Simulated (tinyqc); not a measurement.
What moves the results: density of states of one tight-binding band on the simple cubic lattice. A value that a table varies takes the place of the one given here.

E(k) = -2 t (c1 + c2 + c3) - 4 t2 (c1 c2 + c2 c3 + c3 c1) with ci = cos(2 pi ki); k in fractions of the reciprocal vectors, mesh k_i = j/N with j = 0 .. N-1. Densities are per cell and per spin, so the band holds one state.

Each cube of the mesh, corners numbered 0 to 7 as the binary number (i j l), is cut into six tetrahedra around the diagonal 0-7: 0137, 0157, 0237, 0267, 0457, 0467. For corner energies e1 <= e2 <= e3 <= e4 and eij = ei - ej, the share of the tetrahedron below E is n = (E - e1)^3/(e21 e31 e41) for e1 < E < e2; n = [e21^2 + 3 e21 x + 3 x^2 - (e31 + e42) x^3/(e32 e42)]/(e31 e41) with x = E - e2 for e2 < E < e3; n = 1 - (e4 - E)^3/(e41 e42 e43) for e3 < E < e4; its density of states is g = dn/dE.

Gaussian broadening: g(E) = mean over the mesh of exp(-(E - E_k)^2/(2 sigma^2))/(sigma sqrt(2 pi)), n(E) = mean of erfc((E_k - E)/(sigma sqrt 2))/2.

Values chosen for the exercise:

| symbol | value | unit | meaning |
|---|---|---|---|
| t | 1.25 | eV | nearest hopping |
| t2 | 0 | eV | second hopping |
| N2 | 12 |  | mesh points along each axis in this comparison |
| sigma | 0.375 | eV | Gaussian width |
| E | 3.67 | eV | energy at which the density is wanted |

## Three ways to the same curve

N = N2 here; the reference is the linear method with N = 36.

g(E) (1/eV):

| E (eV) | reference | linear tetrahedra | Gaussian, sigma | Gaussian, sigma/4 | reference n(E) |
|---|---|---|---|---|---|
| -6.136 | 0.024 | 0.024 | 0.026 | 0.011 | 0.021 |
| -4.772 | 0.042 | 0.041 | 0.047 | 0.064 | 0.065 |
| -3.408 | 0.067 | 0.066 | 0.075 | 0.177 | 0.138 |
| -2.045 | 0.115 | 0.117 | 0.112 | 0.119 | 0.265 |
| -0.681 | 0.115 | 0.117 | 0.100 | 0.008 | 0.422 |
| 0.683 | 0.115 | 0.117 | 0.100 | 0.008 | 0.578 |
| 2.046 | 0.115 | 0.117 | 0.112 | 0.121 | 0.735 |
| 3.410 | 0.067 | 0.066 | 0.075 | 0.177 | 0.862 |
| 4.773 | 0.042 | 0.041 | 0.047 | 0.063 | 0.935 |
| 6.137 | 0.024 | 0.024 | 0.026 | 0.011 | 0.979 |

What can be read from the table?

Root-mean-square errors against the reference: 0.0011 for linear tetrahedra, 0.0081 for sigma and 0.0696 for sigma/4. The narrow Gaussian is worse than the wide one, because it resolves the separate mesh levels. The reference is highest at -2.045, -0.681, 0.683 and 2.046 eV of the energies listed, and half filling lies between -0.681 and 0.683 eV.

## Convergence with the mesh

At the energy E; the plain count is the share of mesh points below E; the reference is the linear method with N = 36.

Results:

| N | points | g linear | n linear | g Gaussian | n Gaussian | n plain count |
|---|---|---|---|---|---|---|
| 4 | 64 | 0.0587 | 0.9251 | 0.0021 | 0.8904 | 0.8906 |
| 6 | 216 | 0.0571 | 0.8983 | 0.0685 | 0.8741 | 0.8472 |
| 8 | 512 | 0.0603 | 0.8893 | 0.0677 | 0.8729 | 0.8887 |
| 12 | 1728 | 0.0597 | 0.8833 | 0.0671 | 0.8776 | 0.8791 |
| 16 | 4096 | 0.0607 | 0.8811 | 0.0614 | 0.8768 | 0.8801 |
| 20 | 8000 | 0.0606 | 0.8800 | 0.0615 | 0.8767 | 0.8784 |

reference n and g: 0.8788  0.0606

How do the results move?

The linear n(E) stays within 0.002 of the reference from N = 20 on. The Gaussian g stays within 1 % of its last value from N = 16 on; it tends to the broadened curve, not the true one. At the last mesh it lies +0.001 1/eV from the reference g and the linear g 0.000. The plain count errs by -0.0004 at the last mesh.

## Critical points

The gradient vanishes at these points by symmetry; the signs of the eigenvalues of the second-derivative matrix give the type.

Critical points:

| point | k | E (eV) | positive | negative | type |
|---|---|---|---|---|---|
| Gamma | (0, 0, 0) | -7.5000 | 3 | 0 | minimum |
| X | (0.5, 0, 0) | -2.5000 | 2 | 1 | saddle |
| M | (0.5, 0.5, 0) | 2.5000 | 1 | 2 | saddle |
| R | (0.5, 0.5, 0.5) | 7.5000 | 0 | 3 | maximum |

How do the results move?

Gamma is a minimum at -7.500 eV: its contribution to g starts as a square root. X is a saddle at -2.500 eV: g has a square-root kink there. M is a saddle at 2.500 eV: g has a square-root kink there. R is a maximum at 7.500 eV: its contribution to g ends as a square root.

## What moves the count of states

Linear method and Gaussian sum with N = 14. Each row changes one parameter from the base and keeps the others.

Results:

| case | n linear | g linear (1/eV) | n Gaussian | g Gaussian (1/eV) |
|---|---|---|---|---|
| base | 0.8819 | 0.0605 | 0.8770 | 0.0620 |
| t = 1.375 eV | 0.8606 | 0.0615 | 0.8546 | 0.0671 |
| E = 3.795 eV | 0.8893 | 0.0580 | 0.8845 | 0.0575 |
| sigma = 0.75 eV | 0.8819 | 0.0605 | 0.8715 | 0.0646 |
| t2 = 0.062 eV | 0.8888 | 0.0679 | 0.8830 | 0.0693 |

What can be read from the table?

The largest shifts from the base row, up to three for each result and ties (the steps differ in size, so this ranks the rows, not the parameters). n linear: t -0.0213, E +0.0074, t2 +0.0069; unchanged at the printed digits by sigma. g linear (1/eV): t2 +0.0074, E -0.0025, t +0.0010; unchanged at the printed digits by sigma. n Gaussian: t -0.0224, E +0.0075, t2 +0.0060. g Gaussian (1/eV): t2 +0.0073, t +0.0051, E -0.0045.

Program tinyqc; command `OMP_NUM_THREADS=1 python tinyqc.py 1651505 1651506 out.jsonl`; about 0.2 s on one thread of a shared Intel(R) Xeon(R) Processor @ 2.30GHz.
